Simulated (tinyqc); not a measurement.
From results back to parameters: valley splitting of a silicon quantum well in envelope theory. Two cases, with inputs chosen for the exercise.

Problem. A dot straddles a single atomic step, which shifts the valley phase by theta = q a/4 = pi k0 (k0 in 2 pi/a). With the share t of the electron on the upper terrace, Ev = Ev0 |1 - t + t exp(i theta)|. Ev was computed from a hidden t below one half.

Find: t (1 - t); t; Ev at t = 1/2.

Method. (Ev/Ev0)^2 = 1 - 2 t (1 - t)(1 - cos theta), a quadratic for t; at t = 1/2 the splitting is Ev0 |cos(theta/2)|.

Case 1.

Values chosen (out of a larger set: near those of a strained Si well in SiGe; not measured data): Ev0 = 222 micro-eV (splitting on a flat terrace); k0 = 0.839 2 pi/a (valley position).

Ev = 156.357 micro-eV

Solution.

t (1 - t) = 0.1344
t = 0.16
Ev at t = 1/2 = 55.5 micro-eV

Case 2.

Values chosen (out of a larger set: near those of a strained Si well in SiGe; not measured data): Ev0 = 139 micro-eV (splitting on a flat terrace); k0 = 0.828 2 pi/a (valley position).

Ev = 100.843 micro-eV

Solution.

t (1 - t) = 0.1275
t = 0.15
Ev at t = 1/2 = 37.1 micro-eV

Computed by tinyqc, one run a case: `OMP_NUM_THREADS=1 python tinyqc.py N N+1 out.jsonl` with N = 1282481, 1282489; one thread of a shared Intel(R) Xeon(R) Processor @ 2.30GHz, about 0.1 s a run at most.
